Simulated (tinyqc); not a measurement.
## Slope factor and drain-induced lowering from three currents

Problem. With source and body at 0 V, I = A exp((Vg + dd Vd)/(nf Vt)) (1 - exp(-Vd/Vt)). Find nf, the swing nf Vt ln 10 and dd.

Inputs (values chosen for the exercise):
```
symbol  value  unit      meaning
T         358     K  temperature
```

Constants: q = 1.602176634e-19 C, kB = 1.380649e-23 J/K, Vt = kB T/q. Results are converted to the units shown.

currents at (Vg, Vd) = (0, 0.05), (0, 1) and (0.12, 1) V (nA/um): 1.2340664  29.844808  532.36606

Solution. The pair at equal Vd gives nf; the pair at equal Vg, after dividing out the factors 1 - exp(-Vd/Vt), gives dd.

nf = 1.35
swing = 95.9 mV/decade
dd = 0.130

tinyqc, about 0.03 s, one thread, Intel Xeon 2.30GHz (shared host): `OMP_NUM_THREADS=1 python tinyqc.py 2242049 2242050 out.jsonl`
